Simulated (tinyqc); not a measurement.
Inside a calculation. Method: Hubbard chain of 2 sites. Computed by tinyqc, a small Python program that keeps every step. Settings: hopping = 1.09, U = 3.4, mixing = 0.2, iteration cap = 81. Command: `OMP_NUM_THREADS=1 python tinyqc.py 30226 30227 out.jsonl` (the two numbers bound the seeds that draw the settings). One thread of a shared host (Intel(R) Xeon(R) Processor @ 2.60GHz), about 0.2 s of CPU time with the checks. Later iterations appear only in the table of the cycle.

## Mean-field iteration 1

one-body matrix (hopping and site energies) (eV):
```
,1,2
1,0.000000,-1.090000
2,-1.090000,0.000000
```

U = 3.400000 eV

electrons, up and down: 1  1

mixing = 0.200000

n(up) at the start (a guess, not normalised): 1 0.500000, 2 0.500000

n(down) at the start (a guess): 1 0.500000, 2 0.500000

H(up) = T + U n(down), H(down) = T + U n(up); fill the lowest levels; n(new) = n + mixing (n(out) - n); E = tr T (rho up + rho down) + U sum n_up n_down of the output.

levels, up (eV): 0.610000  2.790000

levels, down (eV): 0.610000  2.790000

energy = -0.480000 eV

n(up) after iteration 1: 1 0.500000, 2 0.500000

n(down) after iteration 1: 1 0.500000, 2 0.500000

## Convergence

Each step fills the lowest levels of T + U n(other spin) and sets n(new) = n + mixing (n(out) - n); stop when output and input agree to 1e-8.

Course of the cycle:
```
iteration,E (eV),largest |n(out) - n(in)|,mean |n_up - n_down|
1,-0.48000000,1.11e-16,0.000000
```

local moments n_up - n_down: 1 0.000000, 2 0.000000

Converged in 1 iterations. But random starts reach -0.69888 eV, so this is another stationary point, not the lowest one. Reruns (cap 100 unless said): mixing 0.5: converged in 1 to a higher stationary point (E = -0.48000); mixing 0.9: converged in 1 to a higher stationary point (E = -0.48000). Before convergence this energy mixes input and output and is not variational, so it may rise towards its limit.

## The many-body Hamiltonian

Basis: all placements (u, d, 2, 0 on each site), up operators ordered before down ones; hops carry the sign of the same-spin electrons passed.

H (eV):
```
,20,ud,du,02
20,3.400000,-1.090000,-1.090000,0.000000
ud,-1.090000,0.000000,0.000000,-1.090000
du,-1.090000,0.000000,0.000000,-1.090000
02,0.000000,-1.090000,-1.090000,3.400000
```

## Exact diagonalisation (4 states)

Lowest levels of the sector, and the double occupancy of the lowest state.

lowest levels (eV): -1.064489  0.000000  3.400000  4.464489

double occupancy per site = 0.096265

The mean-field solution above lies 0.5845 eV above the exact energy.
